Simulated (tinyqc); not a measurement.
What moves the results: shallow donor in an anisotropic valley (effective-mass theory). A value that a table varies takes the place of the one given here.

One valley: H = -c [(d2/dx2 + d2/dy2)/mt + (d2/dz2)/ml] - q/(eps r), c = hbar^2/2m0, q = e^2/(4 pi eps0). Trial function exp(-sqrt((x^2 + y^2)/a^2 + z^2/b^2)) with a > b: T = (c/3)(2/(mt a^2) + 1/(ml b^2)), V = -(q/eps) atan(u/b)/u, u = sqrt(a^2 - b^2). The central cell of the impurity is left out.

Constants: hbar^2/2m0 = 3.80998211 eV angstrom^2; e^2/(4 pi eps0) = 14.39964547 eV angstrom; Ry = 13.60569312 eV; a0 (Bohr radius) = 0.5291772105 angstrom.

Parameters, chosen for this exercise (near those of a group-V donor in Si; the results hold for these values, not for the real material): mt = 0.184 m0 (transverse mass); eps = 11.3 (dielectric constant); xs = (1.1, 2.4, 2.7, 4.3, 11, 24, 78, 230) (ratios ml/mt); E0 = -30.7 meV (single-valley level); D0 = 4.06 meV (central-cell shift); D1 = 2.21 meV (coupling of perpendicular valleys); D2 = 1.51 meV (coupling of opposite valleys); ml = 0.882 m0 (longitudinal mass).

## Mass anisotropy

mt and eps fixed, ml varied. Energies in units of Ry*(mt) = Ry mt/eps^2 and lengths in a*(mt) = a0 eps/mt; the last two columns use one mass, 3/(1/ml + 2/mt) or (ml mt^2)^(1/3).

Results:
```
ml/mt   a/a*    b/a  binding  conductivity mass  density-of-states mass
1.10   0.980  0.967    1.032              1.031                   1.032
2.40   0.841  0.733    1.307              1.241                   1.339
2.70   0.824  0.703    1.350              1.266                   1.392
4.30   0.762  0.598    1.523              1.344                   1.626
11.0   0.665  0.431    1.874              1.435                   2.224
24.0   0.607  0.330    2.153              1.469                   2.884
78.0   0.546  0.220    2.533              1.490                   4.273
230    0.508  0.153    2.823              1.497                   6.127
```

What can be read from the table?

The binding grows from 1.03 to 2.82 Ry*(mt); for ml going to infinity the exact problem becomes two-dimensional, with 4 Ry*. The conductivity mass saturates at 1.5 and underbinds, by 12 % at ml/mt = 4.3; the density-of-states mass errs by +7 % there and by +117 % in the last row. With these mt and eps one unit is 19.61 meV.

## Strain along [001] (shallow donor in effective-mass theory, with valley-orbit splitting)

Basis: the 1s envelopes of the valleys +x, -x, +y, -y, +z, -z. Diagonal E0 - D0, element -D2 between opposite valleys and -D1 between perpendicular ones. Strain along [001] adds 2 Ds/3 to the z valleys and -Ds/3 to the others.

Ground level, gap to the next level, weight in the z valleys and contact density (sum of amplitudes)^2/6.

Results:
```
Ds (meV)  ground (meV)  gap (meV)  z weight  contact density  ground less band edge (meV)
-120           -116.61       3.36     0.997            0.385                       -36.61
-40             -64.00       4.09     0.972            0.499                       -37.34
-15             -49.17       5.92     0.823            0.752                       -39.17
-5              -45.57       8.99     0.523            0.963                       -42.24
0               -45.11      11.86     0.333            1.000                       -45.11
5               -45.47      10.56     0.199            0.977                       -43.81
15              -47.53       9.28     0.080            0.895                       -42.53
40              -54.89       8.30     0.019            0.788                       -41.55
120             -81.00       7.75     0.003            0.713                       -41.00
```

How do the results move?

The scale is the A1-E splitting 6 D1 = 13.3 meV. The contact density is largest without strain and falls to 0.385 and 0.713 at the ends, towards 1/3 (two valleys) and 2/3 (four valleys). The binding below the lowest band edge drops from 45.1 meV to 36.6 meV when the two z valleys are lowest and to 41.0 meV when the four others are, since fewer valleys share the coupling.

## What each parameter does

The minimum of the trial energy. Each row changes one parameter from the base and keeps the others.

Results:
```
case           E (meV)  a (angstrom)  b (angstrom)    b/a
base            -30.66         24.33         14.00  0.575
ml = 0.706 m0   -29.03         25.21         15.68  0.622
mt = 0.166 m0   -28.35         26.55         14.73  0.555
eps = 10.2      -37.63         21.96         12.64  0.575
```

What can be read from the table?

The largest shifts from the base row, up to three for each result and ties (the steps differ in size, so this ranks the rows, not the parameters). E (meV): eps -6.97, mt +2.32, ml +1.63. a (angstrom): eps -2.37, mt +2.21, ml +0.88. b (angstrom): ml +1.68, eps -1.36, mt +0.74. b/a: ml +0.047, mt -0.020; unchanged at the printed digits by eps. eps only rescales the solution (E as 1/eps^2, lengths as eps), so b/a depends on ml/mt alone.

(tinyqc, `OMP_NUM_THREADS=1 python tinyqc.py 1250805 1250806 out.jsonl`, Intel(R) Xeon(R) Processor @ 2.30GHz, 1 thread, shared host, about 0.01 s.)
